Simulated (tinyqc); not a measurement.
Interdiffusion of a quantum well during annealing: blurred potential and shift of the confined levels: one step, computed by the program tinyqc. Command: `OMP_NUM_THREADS=1 python tinyqc.py 3016593 3016594 out.jsonl qwi walk`. One thread of a shared host (Intel(R) Xeon(R) Processor @ 2.30GHz), about 0.07 s of CPU time with the checks.

A square well of width w is blurred by Fick diffusion with a constant coefficient; band offsets are linear in composition, masses are uniform, and strain and excitons are ignored.

Task: Diffusion length. D = D0 exp(-E/(k_B T)); L = sqrt(D t); share of well material at the centre erf(w/(4L)); 1 nm = 1e-7 cm. Temperatures in kelvin are T(C) + 273.15.

Inputs (values chosen for the exercise, modelled on SiGe in silicon (holes and electrons as a model)):

| quantity | value | unit |
|---|---|---|
| well width w | 7.2 | nm |
| prefactor D0 | 1.4 | cm^2/s |
| activation energy E | 4.08 | eV |
| anneal temperature T | 860 | C |
| anneal time t | 1600 | s |

Constants: k_B = 8.617333262e-05 eV/K.

Give: diffusivity D; diffusion length L; ratio L/w; share at the centre.

Result:

diffusivity D = 9.9998e-19 cm^2/s

diffusion length L = 0.40000 nm

ratio L/w = 0.055555

share at the centre = 1.00000
